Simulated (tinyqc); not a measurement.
Stripping the layer step by step: sheet resistance and Hall data of a diffused or implanted layer. Computed by tinyqc, a small Python program. Command: `OMP_NUM_THREADS=1 python tinyqc.py 3028574 3028575 out.jsonl layer walk`. One thread of a shared host (Intel(R) Xeon(R) Processor @ 2.30GHz), about 0.01 s of CPU time with the checks.

Carriers are taken equal to the net active doping down to the junction (full ionisation, which deep dopants in wide-gap hosts do not reach; no spill-over, no depletion), and the Hall factor is 1.

Inputs (values chosen for the exercise, modelled on aluminium in 4H-SiC):
```
quantity,value,unit
mu_min,15.2,cm^2/(V s)
mu_max,124,cm^2/(V s)
N_ref,1.9e+19,1/cm^3
exponent alpha,0.34,-
peak concentration N_0,4.6e+18,1/cm^3
length scale l,30,nm
background doping N_B (opposite type),1.5e+17,1/cm^3
```

Profile: complementary error function. Activation: complete.

Constants: e = 1.602176634e-19 C.

Method:
- N(x) = N_0 erfc(x/l), dose N_0 l/sqrt(pi), junction x_j = l erfc^-1(N_B/N_0).
- Mobility mu = mu_min + (mu_max - mu_min)/(1 + (N_t/N_ref)^alpha), N_t = active doping + N_B; carriers n = active doping - N_B, all dopants active.
- Integrals from x_0 (0 unless stated) to x_j by the midpoint rule on 400 even intervals: 1/R_s = e int n mu dx; sheet density n_s = int n dx; Hall sheet density (int n mu dx)^2/int n mu^2 dx; Hall mobility int n mu^2 dx/int n mu dx.
- After removing a depth d the integrals start at d. Differences between neighbouring rows give the local conductivity -d(1/R_s)/dx at the middle of the slice (the last slice uses one more step, not listed).

junction depth x_j = 45.3298 nm

Differential sheet resistance:
```
removed d (nm),R_s (ohm),slice conductivity (S/cm),sigma at mid-slice (S/cm)
0.0,1.0263e+04,53.965,53.965
4.5,1.3671e+04,44.757,44.741
9.0,1.8865e+04,35.914,35.885
13.5,2.7139e+04,27.770,27.729
18.0,4.1067e+04,20.577,20.531
22.5,6.6267e+04,14.491,14.442
27.0,1.1669e+05,9.556,9.510
31.5,2.3421e+05,5.727,5.686
```

What follows from these numbers?

R_s doubles after removing between 9.00 and 13.5 nm of a layer 45.3 nm deep, so half the current flows above that depth. Where sigma exceeds a tenth of its largest listed value, the slice values agree with it within 1 %. Caution: the layer is not thick against surface and junction depletion widths, which remove carriers that this model counts.

Extremes, crossings and ranges named in words are read from the listed rows.
